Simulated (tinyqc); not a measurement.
Global model of a low-pressure process discharge: electron temperature, density, ion flux and ion energy: one step, computed by the program tinyqc. Command: `OMP_NUM_THREADS=1 python tinyqc.py 3110960 3110961 out.jsonl plasma walk`. One thread of a shared host (Intel(R) Xeon(R) Processor @ 2.30GHz), about 0.01 s of CPU time with the checks.

Maxwellian electrons with temperature T_e in eV, one positive ion, no negative ions, uniform bulk density n; rate constants have the Arrhenius form.

Question. Biased electrode. All bias power goes to ions: V_b = P_b/(J pi r^2). Debye length at the sheath edge lambda_D = sqrt(eps_0 T_e/(e h_L n)); Child-law sheath s = (sqrt2/3) lambda_D (2 V/T_e)^(3/4), V = V_b + V_s; ion transit time tau_i = 3 s sqrt(M/(2 e V)); collisions in the sheath s/lambda_i.

Inputs (values chosen for the exercise, of the order of those of an inductive discharge in a simple atomic gas):
```
quantity,value,unit
ion mass M,40,u
gas temperature T_g,300,K
bias power P_b,430,W
radius of the biased electrode,5,cm
bias frequency,0.4,MHz
```

ion current density J = 9.802921 mA/cm^2

T_e = 2.169826 eV

h_L = 0.1907403

plasma density n = 1.402134e+12 1/cm^3

wall potential V_s = 10.15390 V

ion mean free path = 0.4328053 cm

Constants: eps_0 = 8.8541878128e-12 F/m; e = 1.602176634e-19 C; u = 1.6605390666e-27 kg.

Give: bias voltage V_b; lambda_D; sheath width s; ion transit time; transit time over bias period; s/lambda_i.

Answer.

bias voltage V_b = 558.50 V

lambda_D = 21.175 micrometre

sheath width s = 1.0935 mm

ion transit time = 62.630 ns

transit time over bias period = 0.025052

s/lambda_i = 0.25264

Ions cross within a small part of a period and sample the instantaneous voltage: a broad, two-peaked energy distribution.
